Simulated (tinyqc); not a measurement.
Square-lattice Ising model by mean field, Bethe lattice, transfer matrix, exact enumeration and Monte Carlo steps: one step, computed by the program tinyqc.

H = -J sum over nearest pairs s_i s_j, s = +-1, no field, periodic boundaries; energies per site are in J. As a lattice gas or an alloy, s marks which species holds the site.

Question. heat bath steps. h is the sum of the four neighbours. Set s = +1 if u < p = 1/(1 + exp(-2 K h)), else -1.

Inputs (values chosen for the exercise, for a model lattice): temperature T = 363 K.

Monte Carlo rule: heat bath.

start configuration, 5 x 5, rows and columns numbered from 1:
$$\begin{pmatrix}
1 & -1 & 1 & -1 & 1 \\
-1 & 1 & 1 & 1 & 1 \\
1 & -1 & 1 & 1 & 1 \\
1 & 1 & -1 & -1 & 1 \\
1 & 1 & -1 & -1 & 1
\end{pmatrix}$$

Random draws:
```
step  row  column       u
1       2       4  0.3915
2       4       2  0.7426
3       5       5  0.9181
4       3       1  0.7278
5       3       1  0.4013
6       2       4  0.1132
7       2       2  0.5202
8       5       2  0.6821
9       5       2  0.8608
10      5       3  0.5452
11      3       3  0.1684
12      1       4  0.6281
13      4       1  0.7934
14      4       3  0.9528
```

K = 0.2365659

Give: Steps; configuration after the steps.

Answer.

Steps:
```
step  s before   h        p  s after
1            1   2  0.72036        1
2            1   0  0.50000       -1
3            1   2  0.72036       -1
4            1   0  0.50000       -1
5           -1   0  0.50000        1
6            1   2  0.72036        1
7            1  -2  0.27964       -1
8            1  -2  0.27964       -1
9           -1  -2  0.27964       -1
10          -1  -2  0.27964       -1
11           1   0  0.50000        1
12          -1   2  0.72036        1
13           1   2  0.72036       -1
14          -1  -2  0.27964       -1
```

configuration after the steps:
$$\begin{pmatrix}
1 & -1 & 1 & 1 & 1 \\
-1 & -1 & 1 & 1 & 1 \\
1 & -1 & 1 & 1 & 1 \\
-1 & -1 & -1 & -1 & 1 \\
1 & -1 & -1 & -1 & -1
\end{pmatrix}$$

8 of the 14 steps changed a spin; the sum of spins went from 9 to 1.
